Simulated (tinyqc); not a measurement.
Spin coating of a resist or spin-on film: centrifugal thinning, evaporation and the final thickness (Emslie and Meyerhofer models): one step, computed by the program tinyqc. Command: `OMP_NUM_THREADS=1 python tinyqc.py 3113816 3113817 out.jsonl spincoat walk`. One thread of a shared host (Intel(R) Xeon(R) Processor @ 2.30GHz), about 0.07 s of CPU time with the checks.

A Newtonian film stays uniform over the wafer; solvent and solids have the same density and the concentration is uniform through the thickness.

Task: First explicit step of the full model. omega = 2 pi f/60; nu(c) = nu_s + k c^gamma; evaporation rate e = e0 sqrt(f/1000 rpm). Solids s and liquid l per area start at s = c0 h0, l = (1 - c0) h0. With h = h0 and c = c0: Q = K h^3, K = 2 omega^2/(3 nu); one Euler step of length dt = 0.01 h0/Q for s and l, ds/dt = -c Q, dl/dt = -(1 - c) Q - e.

Inputs (values chosen for the exercise, of the order of those of a polymer resist in an ester solvent): solids volume fraction c0 = 0.31; starting thickness h0 = 200 micrometre.

flow constant K = 7.468103e-04 1/(micrometre^2 s)

evaporation rate e = 0.1506884 micrometre/s

Give: Q; dt; s; l; Q/e at the start.

Result:

Q = 5974.5 micrometre/s

dt = 3.3476e-04 s

s = 61.38 micrometre

l = 136.62 micrometre

Q/e at the start = 39648
